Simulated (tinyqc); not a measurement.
Towards the loss of the bound state: donor level screened by free carriers (Yukawa potential).

Potential -(q/(eps r)) exp(-ks r), q = e^2/(4 pi eps0). In units Ry* = Ry m/eps^2 and a* = a0 eps/m the problem is [-Laplacian - 2 exp(-x r)/r] psi = E psi with x = ks a*.

Converged values use 18 functions exp(-z r), z = 1.55^i, i = -11 to 6: S = 2/A^3, H = z_i z_j S - 2/(A + x)^2, A = z_i + z_j.

Inputs chosen for the exercise (out of a larger set: near those of a donor in Si, with one mean mass; not measured data): xs = (0.08, 0.17, 0.29, 0.56, 0.64, 0.84, 1.04) (values of x).

First order (-1 + 2x), one-parameter (minimum of z^2 - 8 z^3/(2z + x)^2) and converged 1s energies in Ry*, and the mean radius in a*; a dash marks an unbound result.

Results:
```
x     first order  trial function  converged   <r>
0.08      -0.8400         -0.8491    -0.8491  1.51
0.17      -0.6600         -0.6992    -0.6993  1.54
0.29      -0.4200         -0.5276    -0.5282  1.60
0.56            -         -0.2394    -0.2440  1.90
0.64            -         -0.1763    -0.1830  2.05
0.84            -         -0.0574    -0.0715  2.75
1.04            -               -    -0.0128  5.31
```

What can be read from this table?

First order loses the state at x = 0.5, the trial function reaches zero energy at x = 1.00, and the exact limit is 1.19. The radius starts at 1.5 a*, grows slowly at first (1.60 at x = 0.29), then steadily, and swells towards the end (5.3 at 1.04), where a single exponential fails: the binding vanishes as the square of the distance from 1.19.

Run: tinyqc, `OMP_NUM_THREADS=1 python tinyqc.py 1251989 1251990 out.jsonl`; Intel(R) Xeon(R) Processor @ 2.30GHz, one thread, shared host; about 0.01 s of CPU time with all checks.
